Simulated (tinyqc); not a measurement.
Mobility of a non-polar semiconductor in the relaxation-time approximation. Which input was changed? Computed by tinyqc, a small Python program. Command: `OMP_NUM_THREADS=1 python tinyqc.py 3030222 3030223 out.jsonl rta which`. One thread of a shared host (Intel(R) Xeon(R) Processor @ 2.30GHz), about 0.1 s of CPU time with the checks.

Each valley is treated as a sphere of mass m_d for states and rates, with one isotropic relaxation time; the conductivity mass m_c sets the current.

Inputs (values chosen for the exercise, modelled on electrons in silicon):
```
quantity                                            value       unit
longitudinal mass m_l                               0.926        m_0
transverse mass m_t                                 0.192        m_0
equivalent valleys Z                                    6          -
non-parabolicity alpha                               0.54       1/eV
static permittivity eps_s                            11.7          -
density rho                                          2329     kg/m^3
sound velocity v_l                                   9200        m/s
acoustic deformation potential D_A                    9.3         eV
phonon energy hbar w                                 57.6        meV
optical or intervalley deformation potential D_o      5.6  1e8 eV/cm
final valleys Z_f                                       5          -
carrier density n                                 1.7e+19     1/cm^3
compensation ratio C                                 0.17          -
temperature T                                         300          K
```

Band: Kane. Impurity formula: Conwell-Weisskopf. Further scattering: none.

Constants: k_B = 8.617333262e-05 eV/K; m_0 = 9.1093837015e-31 kg; e = 1.602176634e-19 C; hbar = 1.054571817e-34 J s; eps_0 = 8.8541878128e-12 F/m; k_B = 1.380649e-23 J/K; hbar = 6.582119569e-16 eV s.

Method:
- m_d = (m_l m_t^2)^(1/3); 1/m_c = (1/m_l + 2/m_t)/3; Hall mass factor A = 3 K_m (K_m + 2)/(2 K_m + 1)^2, K_m = m_l/m_t; N_I = n (1 + C)/(1 - C).
- Kane band: hbar^2 k^2/(2 m) = E (1 + alpha E), speed v = hbar k/(m (1 + 2 alpha E)), states per spin, volume and energy g(E) = m k (1 + 2 alpha E)/(2 pi^2 hbar^2); overlap factors are set to 1. Here m = m_d. Masses are multiplied by m_0 and all formulas are in SI units.
- The reduced Fermi level eta = E_F/(k_B T) solves n = 2 Z int g f dE with f = 1/(1 + exp(x - eta)) (Z = 1 unless valleys are given); screening length L_s = sqrt(eps_s eps_0 k_B T/(e^2 dn/deta)), dn/deta = 2 Z int g f (1 - f) dE.
- Integrals over x = E/(k_B T) use 160 Gauss-Legendre points in u = sqrt(x) from 0 to sqrt(max(eta, 0) + 32).
- Phonon occupation N_q = 1/(exp(hbar w/(k_B T)) - 1).
- Acoustic deformation potential (elastic, equipartition, absorption and emission together): 1/tau = 2 pi k_B T D_A^2 g(E)/(hbar rho v_l^2).
- Optical or intervalley deformation potential: 1/tau = (pi Z_f D_o^2/(rho w)) [N_q g(E + hbar w) + (N_q + 1) g(E - hbar w)], with g = 0 below the band edge.
- Each optical term is multiplied by (1 - f(E'))/(1 - f(E)), E' the final energy, for Pauli blocking.
- Singly charged impurities, momentum relaxation: 1/tau = N_I e^4 m (1 + 2 alpha E) Phi/(8 pi (eps_s eps_0)^2 hbar^3 k^3), with alpha = 0 for a parabolic band.
- Conwell-Weisskopf: Phi = ln(1 + y^2), y = 4 pi eps_s eps_0 E N_I^(-1/3)/e^2 (largest impact parameter N_I^(-1/3)/2).
- mu = (m_d/m_c) (2 Z e/(3 n k_B T)) int g v^2 tau f (1 - f) dE.
- Averages over x are split at the emission threshold x_0 = hbar w/(k_B T): 64 Gauss-Legendre points in sqrt(x) below it and 128 in sqrt(x - x_0) above it, up to x = max(eta, 0) + 32.
- Rates are added at each energy before the average. With <y> = int g v^2 y f (1 - f) dE: Hall factor r_H = A (3 n k_B T/(2 Z m_d)) <tau^2/(1 + 2 alpha E)>/<tau>^2 (alpha = 0 for a parabolic band); Hall mobility r_H mu; |S| = (k_B/e) (<x tau>/<tau> - eta); resistivity 1/(n e mu).

Task: One of these inputs alone was changed, within the range given: transverse mass m_t (0.096 to 0.384); static permittivity eps_s (5.85 to 23.4); carrier density n (8.5e+18 to 3.4e+19); compensation ratio C (0.085 to 0.34). Which one, and to what value?

Results:
```
run     drift mobility mu (cm^2/(V s))  ionised impurity mobility (cm^2/(V s))  Seebeck coefficient |S| (microvolt/K)
before                        109.6606                                130.1200                               277.7309
after                          86.9719                                109.5185                               295.1919
```

Result:

Each candidate set to reproduce drift mobility mu, and what it then gives:
```
candidate                       range searched  value needed  ionised impurity mobility (cm^2/(V s))  Seebeck coefficient |S| (microvolt/K)
transverse mass m_t (m_0)       0.096 to 0.384        0.2590                                  109.52                                 295.19
static permittivity eps_s         5.85 to 23.4         8.292                                   97.73                                 267.78
carrier density n (1/cm^3)  8.5e+18 to 3.4e+19      2.630e19                                   99.42                                 242.17
compensation ratio C             0.085 to 0.34  out of reach                                       -                                      -
```

Only transverse mass m_t fits every result: it went from 0.192 to 0.259 m_0. The next best candidate, static permittivity eps_s, misses one result by 11 %.

Caution: above a few 1e18 per cm^3 the Born approximation, static screening and an unperturbed band are rough; measured mobilities are usually lower.
